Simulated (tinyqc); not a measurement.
Inside a calculation. Model: mobility of a non-polar semiconductor in the relaxation-time approximation. Computed by tinyqc, a small Python program that keeps every step. Command: `OMP_NUM_THREADS=1 python tinyqc.py 3025067 3025068 out.jsonl rta walk`. One thread of a shared host (Intel(R) Xeon(R) Processor @ 2.30GHz), about 0.01 s of CPU time with the checks. Intermediate numbers are printed to about 6 digits and carried at full precision; extremes and crossings named in words are read from the listed rows.

Each valley is treated as a sphere of mass m_d for states and rates, with one isotropic relaxation time; the conductivity mass m_c sets the current.

Inputs (values chosen for the exercise, modelled on electrons in diamond):

| quantity | value | unit |
|---|---|---|
| longitudinal mass m_l | 1.46 | m_0 |
| transverse mass m_t | 0.273 | m_0 |
| equivalent valleys Z | 6 | - |
| non-parabolicity alpha | 0.2 | 1/eV |
| static permittivity eps_s | 5.7 | - |
| density rho | 3515 | kg/m^3 |
| sound velocity v_l | 18000 | m/s |
| acoustic deformation potential D_A | 8.8 | eV |
| phonon energy hbar w | 145 | meV |
| optical or intervalley deformation potential D_o | 8.2 | 1e8 eV/cm |
| final valleys Z_f | 5 | - |
| carrier density n | 5.5e+18 | 1/cm^3 |
| compensation ratio C | 0 | - |
| temperature T | 150 | K |
| alloy fraction x | 0.28 | - |
| alloy potential U | 0.74 | eV |
| lattice constant a | 3.57 | angstrom |

Band: Kane. Impurity formula: Conwell-Weisskopf. Further scattering: alloy.

Constants: k_B = 8.617333262e-05 eV/K; m_0 = 9.1093837015e-31 kg; e = 1.602176634e-19 C; hbar = 1.054571817e-34 J s; eps_0 = 8.8541878128e-12 F/m; k_B = 1.380649e-23 J/K; hbar = 6.582119569e-16 eV s.

## Masses

m_d = (m_l m_t^2)^(1/3); 1/m_c = (1/m_l + 2/m_t)/3; Hall mass factor A = 3 K_m (K_m + 2)/(2 K_m + 1)^2, K_m = m_l/m_t; N_I = n (1 + C)/(1 - C).

density-of-states mass m_d = 0.477411 m_0

conductivity mass m_c = 0.374488 m_0

Hall mass factor A = 0.861801

ionised impurity density N_I = 5.50e+18 1/cm^3

## Fermi level and screening

Kane band: hbar^2 k^2/(2 m) = E (1 + alpha E), speed v = hbar k/(m (1 + 2 alpha E)), states per spin, volume and energy g(E) = m k (1 + 2 alpha E)/(2 pi^2 hbar^2); overlap factors are set to 1. Here m = m_d. Masses are multiplied by m_0 and all formulas are in SI units. The reduced Fermi level eta = E_F/(k_B T) solves n = 2 Z int g f dE with f = 1/(1 + exp(x - eta)) (Z = 1 unless valleys are given); screening length L_s = sqrt(eps_s eps_0 k_B T/(e^2 dn/deta)), dn/deta = 2 Z int g f (1 - f) dE. Integrals over x = E/(k_B T) use 160 Gauss-Legendre points in u = sqrt(x) from 0 to sqrt(max(eta, 0) + 32).

reduced Fermi level eta = -1.06191

screening length L_s = 0.905726 nm

The gas is between the classical and degenerate limits.

## Rates at a few energies

Phonon occupation N_q = 1/(exp(hbar w/(k_B T)) - 1). Acoustic deformation potential (elastic, equipartition, absorption and emission together): 1/tau = 2 pi k_B T D_A^2 g(E)/(hbar rho v_l^2). Optical or intervalley deformation potential: 1/tau = (pi Z_f D_o^2/(rho w)) [N_q g(E + hbar w) + (N_q + 1) g(E - hbar w)], with g = 0 below the band edge. Each optical term is multiplied by (1 - f(E'))/(1 - f(E)), E' the final energy, for Pauli blocking. Singly charged impurities, momentum relaxation: 1/tau = N_I e^4 m (1 + 2 alpha E) Phi/(8 pi (eps_s eps_0)^2 hbar^3 k^3), with alpha = 0 for a parabolic band. Conwell-Weisskopf: Phi = ln(1 + y^2), y = 4 pi eps_s eps_0 E N_I^(-1/3)/e^2 (largest impact parameter N_I^(-1/3)/2). Alloy disorder: 1/tau = (2 pi/hbar) Omega x (1 - x) U^2 g(E), Omega = a^3/4 (other conventions for Omega rescale U).

Rates (1e12/s) at E = (max(eta, 0) + 0.5, 1, 2, 4) k_B T:

| E (meV) | acoustic | optical | ionised impurity | alloy |
|---|---|---|---|---|
| 6.4630 | 0.121814 | 1.67191e-04 | 18.9479 | 1.08624 |
| 12.9260 | 0.172827 | 1.59563e-04 | 26.0159 | 1.54113 |
| 25.8520 | 0.245988 | 1.55069e-04 | 33.0754 | 2.19352 |
| 51.7040 | 0.352342 | 1.61907e-04 | 34.4720 | 3.14191 |

## Mobility for each process alone

mu = (m_d/m_c) (2 Z e/(3 n k_B T)) int g v^2 tau f (1 - f) dE. Averages over x are split at the emission threshold x_0 = hbar w/(k_B T): 64 Gauss-Legendre points in sqrt(x) below it and 128 in sqrt(x - x_0) above it, up to x = max(eta, 0) + 32.

acoustic mobility = 19189.6 cm^2/(V s)

optical mobility = 2.90034e+07 cm^2/(V s)

ionised impurity mobility = 152.879 cm^2/(V s)

alloy mobility = 2151.97 cm^2/(V s)

## All processes together

Rates are added at each energy before the average. With <y> = int g v^2 y f (1 - f) dE: Hall factor r_H = A (3 n k_B T/(2 Z m_d)) <tau^2/(1 + 2 alpha E)>/<tau>^2 (alpha = 0 for a parabolic band); Hall mobility r_H mu; |S| = (k_B/e) (<x tau>/<tau> - eta); resistivity 1/(n e mu).

drift mobility mu = 141.088 cm^2/(V s)

Hall factor r_H = 0.916143

Hall mobility = 129.256 cm^2/(V s)

Seebeck coefficient |S| = 302.511 microvolt/K

resistivity = 0.00804337 ohm cm

Taking r_H = 1 in a Hall measurement would give a density 1.09 times the true one. Caution: diamond forms no such random alloy, so the alloy term is a formal exercise. Caution: above a few 1e18 per cm^3 the Born approximation, static screening and an unperturbed band are rough; measured mobilities are usually lower. Caution: n is taken as given; at low temperature (in diamond even at 300 K) real dopants can freeze out, which changes n and N_I.

## Matthiessen's rule against the full average

Matthiessen's rule adds 1/mu of the separate processes.

Separate mobilities:

| process | mu (cm^2/(V s)) | share of the sum of 1/mu (%) |
|---|---|---|
| acoustic | 1.91896e+04 | 7.38337e-01 |
| optical | 2.90034e+07 | 4.88508e-04 |
| ionised impurity | 1.52879e+02 | 9.26773e+01 |
| alloy | 2.15197e+03 | 6.58391e+00 |

mobility by Matthiessen's rule = 141.684 cm^2/(V s)

excess of Matthiessen's rule over the full mu = 0.422728 %

The rule gives 141.7 against the full 141.1, 0.4 % too high; it can only overestimate, since each separate average is carried by the energies where that process is weak. One process, ionised impurity, holds 93 % of the resistance, so the error is small.

Checks made by the program: the sum rule (2 Z/(3 k_B T)) int g v^2 (1 + 2 alpha E) f (1 - f) dE = n/m_d (relative difference below 1e-10).
